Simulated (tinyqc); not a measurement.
## Slope factor and drain-induced lowering from three currents

Problem. With source and body at 0 V, I = A exp((Vg + dd Vd)/(nf Vt)) (1 - exp(-Vd/Vt)). Find nf, the swing nf Vt ln 10 and dd.

Inputs (values chosen for the exercise):
```
symbol,value,unit,meaning
T,330,K,temperature
```

Constants: q = 1.602176634e-19 C, kB = 1.380649e-23 J/K, Vt = kB T/q. Results are converted to the units shown.

currents at (Vg, Vd) = (0, 0.05), (0, 1.2) and (0.07, 1.2) V (nA/um): [0.75995047, 3.3150254, 23.384838]

Solution. The pair at equal Vd gives nf; the pair at equal Vg, after dividing out the factors 1 - exp(-Vd/Vt), gives dd.

nf = 1.26
swing = 82.5 mV/decade
dd = 0.0400

Program tinyqc, `OMP_NUM_THREADS=1 python tinyqc.py 2242023 2242024 out.jsonl`; Intel Xeon 2.30GHz, shared host, one thread, about 0.03 s.
